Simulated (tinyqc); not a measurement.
UHF in the 3-21g basis, for H2-, spin multiplicity 2, step by step. The basis has no diffuse functions, so it cannot describe the extra electron: this is an exercise in the method, not the real anion. One step of it, computed by the program tinyqc.

Problem. Iteration 14 (converged): orbitals. Diagonalise F' = X^T F X, C = X C', fill 2 alpha and 1 beta electrons from the bottom; D(s) = C_occ C_occ^T. Each column has its largest component positive (the first on a tie).

converged F(alpha) (hartree):
```
,1H 1s,1H 2s,2H 1s,2H 2s
1H 1s,0.506970,-0.272331,-0.258267,-0.248572
1H 2s,-0.272331,-0.067383,-0.248572,-0.123333
2H 1s,-0.258267,-0.248572,0.506970,-0.272331
2H 2s,-0.248572,-0.123333,-0.272331,-0.067383
```

converged F(beta) (hartree):
```
,1H 1s,1H 2s,2H 1s,2H 2s
1H 1s,0.688437,-0.137351,-0.308132,-0.248146
1H 2s,-0.137351,0.066965,-0.248146,-0.083451
2H 1s,-0.308132,-0.248146,0.688437,-0.137351
2H 2s,-0.248146,-0.083451,-0.137351,0.066965
```

X:
```
,1H 1s,1H 2s,2H 1s,2H 2s
1H 1s,1.241747,-0.481690,-0.054497,0.034815
1H 2s,-0.481690,1.686368,0.034815,-0.712550
2H 1s,-0.054497,0.034815,1.241747,-0.481690
2H 2s,0.034815,-0.712550,-0.481690,1.686368
```

Give: F' = X^T F X; orbital energies; coefficients C; F' = X^T F X; orbital energies; coefficients C; D(alpha) after iteration 14; D(beta) after iteration 14.

Solution.

F' = X^T F X (alpha) (hartree):
```
,1,2,3,4
1,1.099,-0.709,-0.234,-0.047
2,-0.709,0.454,-0.047,-0.131
3,-0.234,-0.047,1.099,-0.709
4,-0.047,-0.131,-0.709,0.454
```

orbital energies (alpha) (hartree): MO1 -0.209, MO2 0.199, MO3 1.396, MO4 1.719

coefficients C (alpha):
```
,MO1,MO2,MO3,MO4
1H 1s,0.224,0.147,0.868,-0.976
1H 2s,0.382,1.281,-0.655,1.171
2H 1s,0.224,-0.147,0.868,0.976
2H 2s,0.382,-1.281,-0.655,-1.171
```

F' = X^T F X (beta) (hartree):
```
,1,2,3,4
1,1.254,-0.598,-0.312,-0.119
2,-0.598,0.626,-0.119,-0.231
3,-0.312,-0.119,1.254,-0.598
4,-0.119,-0.231,-0.598,0.626
```

orbital energies (beta) (hartree): MO1 -0.099, MO2 0.615, MO3 1.436, MO4 1.808

coefficients C (beta):
```
,MO1,MO2,MO3,MO4
1H 1s,0.216,0.087,0.871,-0.983
1H 2s,0.388,1.350,-0.651,1.090
2H 1s,0.216,-0.087,0.871,0.983
2H 2s,0.388,-1.350,-0.651,-1.090
```

D(alpha) after iteration 14:
```
,1H 1s,1H 2s,2H 1s,2H 2s
1H 1s,0.072,0.273,0.029,-0.102
1H 2s,0.273,1.786,-0.102,-1.495
2H 1s,0.029,-0.102,0.072,0.273
2H 2s,-0.102,-1.495,0.273,1.786
```

D(beta) after iteration 14:
```
,1H 1s,1H 2s,2H 1s,2H 2s
1H 1s,0.047,0.084,0.047,0.084
1H 2s,0.084,0.150,0.084,0.150
2H 1s,0.047,0.084,0.047,0.084
2H 2s,0.084,0.150,0.084,0.150
```
